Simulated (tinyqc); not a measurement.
What moves the minority density and the gain: heavy doping: gap narrowing, degeneracy and the minority density.

F_j(eta) = (1/Gamma(j + 1)) integral_0^infinity x^j dx/(1 + exp(x - eta)), which tends to exp(eta) for eta << 0.

Empirical narrowing (Slotboom form, constants chosen for the exercise; published fits of this form give the apparent narrowing, here it is taken as the true one): dEg = E0 [ln(N/N0) + sqrt(ln(N/N0)^2 + C)].

Majority: N = Nv F_1/2(eta), eta the distance of EF beyond the majority band edge in kT. Degeneracy factor gam = F_1/2(eta)/exp(eta). ni0^2 = Nc Nv exp(-Eg/kT); product n p = ni0^2 gam exp(dEg/kT), dEg the true narrowing; apparent narrowing dEa = dEg + kT ln gam; minority density = n p/N.

Bipolar transistor with N as emitter doping: beta = K (N/NB) exp((dEa_B + dG - dEa_E)/kT), dEa_E = dEg(N) + kT ln gam, dEa_B = dEg(NB). For the sweep in T, Nv is scaled as (T/T0)^(3/2) from its value at T0 = T.

Constants: kB = 8.617333262e-05 eV/K.

Parameters, chosen for this exercise (gap and densities of states near those of GaAs at this temperature; narrowing constants of the size fitted for Si, not for this material; not measured data):
- Eg = 1.43 eV (gap)
- Nc = 3.27e+17 1/cm^3 (conduction-band density of states)
- Nv = 7.35e+18 1/cm^3 (valence-band density of states)
- T = 250 K
- E0 = 8.1 meV (narrowing scale)
- N0 = 8.2e+16 1/cm^3 (onset density)
- C = 0.5 (smoothing constant)
- N = 2.1e+18 1/cm^3 (ionised acceptors, equal to the majority density)
- NB = 4e+16 1/cm^3 (base doping)
- K = 4.3 (ratio (D_B W_E)/(D_E W_B))
- dG = 120 meV (extra narrowing of the base by alloying)

All results formed anew.

Results for these values:
```
case,dEg (meV),dEa (meV),minority (1/cm^3),beta
base,53.15,50.99,1.82e-10,6.20e+03
```

What happens to each result for Nv = 9.56e+18 1/cm^3, all else kept?

Answer: dEg does not change at the printed digits; dEa rises from 50.99 to 51.49; minority rises from 1.82e-10 to 2.42e-10; beta falls from 6.20e+03 to 6.06e+03.

The same for each parameter in turn:
```
case,dEg (meV),dEa (meV),minority (1/cm^3),beta
base,53.15,50.99,1.82e-10,6.20e+03
N = 4.2e+18 1/cm^3,64.28,59.96,1.38e-10,8.17e+03
E0 = 9.72 meV,63.78,61.62,2.97e-10,3.87e+03
N0 = 1.64e+17 1/cm^3,42.09,39.92,1.09e-10,9.89e+03
Eg = 1.45 eV,53.15,50.99,7.17e-11,6.20e+03
Nv = 9.56e+18 1/cm^3,53.15,51.49,2.42e-10,6.06e+03
NB = 8e+16 1/cm^3,53.15,50.99,1.82e-10,3.59e+03
```

Computed by tinyqc, a small Python program: `OMP_NUM_THREADS=1 python tinyqc.py 1680071 1680072 out.jsonl` (the numbers bound the seed that draws the inputs); one thread of a shared host (Intel(R) Xeon(R) Processor @ 2.30GHz), about 0.01 s for the whole set of steps.
